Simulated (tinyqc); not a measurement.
Worked calculation: single-oscillator infrared dielectric function of a polar cubic crystal. Computed by tinyqc, a small Python program that keeps every step. Command: `OMP_NUM_THREADS=1 python tinyqc.py 3013808 3013809 out.jsonl infrared walk`. One thread of a shared host (Intel(R) Xeon(R) Processor @ 2.30GHz), about 0.01 s of CPU time with the checks. Intermediate numbers are printed to about 5 digits and carried at full precision; extremes and crossings named in words are read from the listed rows.

One ion pair, charges +Z* and -Z*, in a cell of volume Omega = a^3/4. Frequencies omega are given as wavenumbers (1/cm); eps_s is the static dielectric constant.

Inputs (values chosen for the exercise, modelled on potassium chloride):
```
quantity                         value      unit
lattice constant a                6.29  angstrom
mass M_A                          39.1         u
mass M_B                         35.45         u
omega_TO                           142      1/cm
Born charge Z*                    1.15         e
eps_inf                           2.25         -
phonon damping gamma               5.2      1/cm
probe frequency / omega_TO        1.07         -
eps_m of the surrounding medium    2.1         -
```

Structure: rock salt. Free carriers: absent.

Constants: nu for 1 eV/(angstrom^2 u) = 15.6333042 THz; 1 THz = 33.35640952 1/cm; e^2/(4 pi eps_0) = 14.39964548 eV angstrom.

## LO frequency and static constant from the Born charge

mu = M_A M_B/(M_A + M_B); ionic plasma term W^2 = 4 pi Z*^2 (e^2/(4 pi eps_0))/(Omega mu) in eV/(angstrom^2 u), turned into 1/cm by W = 15.6333042 x 33.35640952 x sqrt(W^2); omega_LO^2 = omega_TO^2 + W^2/eps_inf; eps_s = eps_inf + W^2/omega_TO^2; Szigeti charge 3 Z*/(eps_inf + 2); longitudinal (Callen) charge Z*/eps_inf.

reduced mass mu = 18.593 u

W = 237.19 1/cm

omega_LO = 212.53 1/cm

eps_s = 5.0400

Szigeti charge = 0.81176 e

Callen charge = 0.51111 e

omega_LO/omega_TO = 1.497; the ions supply 55 % of eps_s, as in a strongly ionic or soft-mode crystal.

## Optical constants at the probe frequency

eps(omega) = eps_inf + W^2/(omega_TO^2 - omega^2 - i gamma omega); n + i k = sqrt(eps) with k >= 0; R = |(n + i k - 1)/(n + i k + 1)|^2 at normal incidence from vacuum. omega is the probe ratio times omega_TO. Intensity decays over 1/(4 pi omega k); the loss function is Im(-1/eps).

omega = 151.94 1/cm

Re eps = -15.693

Im eps = 4.8519

n = 0.60538

k = 4.0074

reflectivity R = 0.87007

penetration depth of the intensity = 1.3069 micrometre

loss function = 0.017984

Re eps is negative: the wave is evanescent and the crystal reflects like a metal.

## Spectrum around the optical phonon

The loss function is Im(-1/eps).

Spectrum:
```
omega (1/cm)    Re eps     Im eps          R  Im(-1/eps)
71              5.9678   0.090763    0.17567   0.0025479
121             12.306     1.1456    0.31083   0.0075002
138             37.861     22.816    0.55835    0.011677
142               2.25     76.188    0.72083    0.013114
160            -7.8622     1.5477    0.88510    0.024104
177            -2.7547    0.41257    0.87708    0.053175
198           -0.69608    0.15931    0.80069     0.31243
213           0.022305   0.097893    0.37913      9.7111
217            0.16425   0.087412    0.17252      2.5250
225            0.40585   0.070833   0.049444     0.41732
244            0.82261   0.045999  0.0025366    0.067764
319             1.5608   0.014010   0.012294   0.0057504
531             2.0351  0.0022662   0.030904  5.4716e-04
```

R peaks among these rows at 160 per cm with 0.89 and is lowest, 0.003, at 244; far above omega_LO it tends to ((sqrt(eps_inf) - 1)/(sqrt(eps_inf) + 1))^2 = 0.040. Im eps is largest at 142 and the loss function at 213: absorption marks the TO mode and the loss function the LO mode. Re eps is negative in some rows, where R averages 0.85.

## Surface and particle modes

Without damping, eps(omega) = -x eps_m gives omega^2 = omega_TO^2 (eps_s + x eps_m)/(eps_inf + x eps_m): x = 1 for a flat surface at large wave vector, x = 2 for the dipole mode of a small sphere. The reflectivity R for light from vacuum (not from the medium eps_m) vanishes where eps = 1, omega^2 = omega_TO^2 (eps_s - 1)/(eps_inf - 1).

surface mode = 181.93 1/cm

sphere mode = 169.96 1/cm

zero of R = 255.28 1/cm

Both modes lie between omega_TO and omega_LO, at 57 % and 40 % of the way up.

## Phonon polaritons

Transverse waves without damping obey Q^2 = omega^2 eps(omega), Q = wave vector/(2 pi) in 1/cm: eps_inf omega^4 - (eps_inf omega_LO^2 + Q^2) omega^2 + Q^2 omega_TO^2 = 0.

Branches (1/cm):
```
Q     lower branch  upper branch  Q/sqrt(eps_s)  Q/sqrt(eps_inf)
32           14.21         213.1           14.3             21.3
96           41.69         218.0           42.8             64.0
190          76.44         235.3           84.6            126.7
320         107.73         281.2          142.5            213.3
480         125.11         363.2          213.8            320.0
800         135.76         557.8          356.3            533.3
1600        140.44        1078.5          712.7           1066.7
3200        141.61        2139.2         1425.4           2133.3
```

The lower branch starts as light slowed by sqrt(eps_s) (0.997 of that line) and ends at 0.997 omega_TO; the upper starts at 1.003 omega_LO and ends at 1.003 of the light line with eps_inf. No branch lies between omega_TO and omega_LO.

Checks made by the program: Lyddane-Sachs-Teller relation eps_s/eps_inf = (omega_LO/omega_TO)^2 (relative difference below 1e-10).
